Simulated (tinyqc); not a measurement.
p-n heterojunction, non-linear Poisson equation by Newton steps, Boltzmann statistics: one step of the calculation.

One dimension, material 1 (p-type) at x < 0 and material 2 (n-type) at x > 0. Band edges: Ec = -psi in material 1 and -psi + dEc in material 2, Ev = Ec - Eg. Flat quasi-Fermi levels: 0 for holes, +V for electrons. n = Nc F((EFn - Ec)/Vt), p = Nv F((Ev - EFp)/Vt), with F(eta) = exp(eta) (Boltzmann statistics); full ionisation, no interface charge, classical densities; the doping types are chosen for the exercise.

Question. Check against the first integral. Exact first integral: on each side D^2/(2 eps0 er) = G, G = q [Vt (nI_j - nI_b) + Vt (pI_j - pI_b) - C (psi_j - psi_b)], with C = -N1 or +N2, b the neutral end of that side, and nI, pI the densities themselves. D is continuous, so er1 G1(psi_j) = er2 G2(psi_j) fixes psi_j. Ends from Nv1 F((-psi_L - Eg1)/Vt) = N1 and Nc2 F((V + psi_R - dEc)/Vt) = N2. D is counted positive when psi rises towards material 2.

Parameters, values chosen for the exercise; band and dielectric values close to those of CdS and CdTe:
- T = 300 K (temperature)
- Eg1 = 2.44 eV (band gap of material 1)
- er1 = 9.07 (relative permittivity of material 1)
- Nc1 = 2.18e18 cm^-3 (conduction-band density of states of material 1)
- Nv1 = 1.79e19 cm^-3 (valence-band density of states of material 1)
- Eg2 = 1.47 eV (band gap of material 2)
- er2 = 10.2 (relative permittivity of material 2)
- Nc2 = 7.97e17 cm^-3 (conduction-band density of states of material 2)
- Nv2 = 1.83e19 cm^-3 (valence-band density of states of material 2)
- dEc = 0.11 eV (conduction-band offset Ec2 - Ec1)
- N1 = 5.7e16 cm^-3 (acceptor density of material 1)
- N2 = 1e17 cm^-3 (donor density of material 2)
- V = 0 V (bias of side 1 against side 2)

Constants: q = 1.602176634e-19 C, kB = 1.380649e-23 J/K, Vt = kB T/q, eps0 = 8.8541878128e-14 F/cm where lengths are in cm. Results are converted to the units shown.

Find: psi_j; D; psi_j - psi_L; psi_R - psi_j; Ec1 - EFn at the interface; Ec2 - EFn at the interface.

Answer.

psi_j = -0.74181 V
D = 149.50 nC/cm^2
psi_j - psi_L = 1.5496 V
psi_R - psi_j = 0.79815 V
Ec1 - EFn at the interface = 0.74181 eV
Ec2 - EFn at the interface = 0.85181 eV

Material 1 takes 66.0 % of the bending.

Program tinyqc, `OMP_NUM_THREADS=1 python tinyqc.py 2040063 2040064 out.jsonl`; Intel Xeon 2.30GHz, shared host, one thread, about 0.03 s.
